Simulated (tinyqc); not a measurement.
What each parameter does: polytypes by hexagonality, and a cubic inclusion as a quantum well.

Gap: E3 + (E2 - E3) h. Valence top Ev2 h and polarisation P2 h, both counted from 3C; Ec = Ev + gap.

A cubic inclusion of width L = N d in the host (h = 1) is a well of depth V = Ec(host) - Ec(3C). Square well with mass mismatch: k tan(k L/2) = (m_w/m_b) q, k = sqrt(m_w E/c), q = sqrt(m_b (V - E)/c), c = hbar^2/2m0, lowest root. The depth of the level, V - E, is its binding, and the transition to the valence top of the host is gap(host) - (V - E). The step in polarisation gives a field |F| = |P|/(eps eps0) in a thin inclusion, eps0 = 8.8541878e-12 F/m.

Constants: hbar^2/2m0 = 3.80998211 eV angstrom^2.

Inputs chosen for the exercise (of the order of those of InAs; not measured data): E3 = 0.412 eV (gap of the cubic polytype); E2 = 0.458 eV (gap of 2H); Ev2 = 0.048 eV (valence top of 2H above that of 3C); P2 = 0.0022 C/m^2 (spontaneous polarisation of 2H); m = (0.027, 0.027) m0 (electron mass along c in the cubic layer and in the host); d = 3.505 angstrom (thickness of a double layer); eps = 14.8 (dielectric constant); N = 6 (double layers in the cubic inclusion).

Well depth, depth of the level, transition without the field and field.

Results for these values:
```
case  V (eV)  depth (eV)  transition (eV)  |F| (MV/cm)
base  0.0940      0.0063           0.4517        0.168
```

What happens to each result for P2 = 0.0029 C/m^2, all else kept?

Answer: V does not change at the printed digits; depth does not change at the printed digits; transition does not change at the printed digits; |F| rises from 0.168 to 0.221.

The same for each parameter in turn:
```
case                   V (eV)  depth (eV)  transition (eV)  |F| (MV/cm)
base                   0.0940      0.0063           0.4517        0.168
N = 7                  0.0940      0.0083           0.4497        0.168
Ev2 = 0.078 eV         0.1240      0.0107           0.4473        0.168
E3 = 0.392 eV          0.1140      0.0091           0.4489        0.168
E2 = 0.488 eV          0.1240      0.0107           0.4773        0.168
P2 = 0.0029 C/m^2      0.0940      0.0063           0.4517        0.221
eps = 15.8             0.0940      0.0063           0.4517        0.157
m = (0.032, 0.027) m0  0.0940      0.0064           0.4516        0.168
```

Computed by tinyqc, a small Python program: `OMP_NUM_THREADS=1 python tinyqc.py 1880713 1880714 out.jsonl` (the numbers bound the seed that draws the inputs); one thread of a shared host (Intel(R) Xeon(R) Processor @ 2.30GHz), about 0.08 s for the whole set of steps.
